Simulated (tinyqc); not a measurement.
Surface photovoltage measurement of the minority-carrier diffusion length in a wafer: one step, computed by the program tinyqc.

Low injection, steady light, a depletion layer much thinner than 1/alpha and L. The excess density dn is taken at the front edge of the neutral region; light that reaches the back is lost.

Question. The linear plot. alpha = (84.732/lambda - 76.417)^2 per cm with lambda in micrometre (an empirical fit for silicon between 0.7 and 1.05 micrometre). Thick wafer: dn = Phi L/((S_f + D/L)(L + 1/alpha)). Finite wafer, with s = S_b L/D, w = W/L, a = alpha L: dn = [Phi a/(a^2 - 1)] [a - B - exp(-alpha W)(a - s)/(cosh w + s sinh w)]/(S_f + B D/L), B = (sinh w + s cosh w)/(cosh w + s sinh w). Readings y = (Phi/dn) (1 + noise x g) at 780, 830, 880, 920, 950, 975 and 995 nm; a least-squares line y = c (1/alpha + L_app) gives L_app = intercept/slope.

Inputs (values chosen for the exercise, modelled on p-type silicon at room temperature):
```
quantity,value,unit
diffusion length L,30,micrometre
wafer thickness W,300,micrometre
diffusivity D,24.4,cm^2/s
front recombination velocity S_f,23000,cm/s
back recombination velocity S_b,210,cm/s
photon flux entering,4e+12,1/(cm^2 s)
relative noise of each reading,0,%
```

normal deviates g for the noise: [0.10, 0.57, 2.21, 0.47, -0.79, -0.19, 1.83]

Give: the table «Readings» with the columns 1/alpha (micrometre), y (cm/s), line (cm/s), for lambda (nm) = 780, 830, 880, 920, 950, 975, 995; slope; apparent length L_app; error of L_app (rounded to 0.001).

Answer.

Readings:
```
lambda (nm),1/alpha (micrometre),y (cm/s),line (cm/s)
780,9.6,4.113e+04,4.113e+04
830,15.2,4.688e+04,4.688e+04
880,25.3,5.742e+04,5.742e+04
920,40.7,7.333e+04,7.333e+04
950,61.3,9.473e+04,9.473e+04
975,90.9,1.255e+05,1.255e+05
995,130.9,1.670e+05,1.670e+05
```

slope = 1038 cm/(s micrometre)

apparent length L_app = 30.00 micrometre

error of L_app (rounded to 0.001) = 0.001 %

At W/L = 10.0 the finite thickness shifts L_app by less than 0.05 %. S_f scales all readings alike and leaves L_app unchanged.
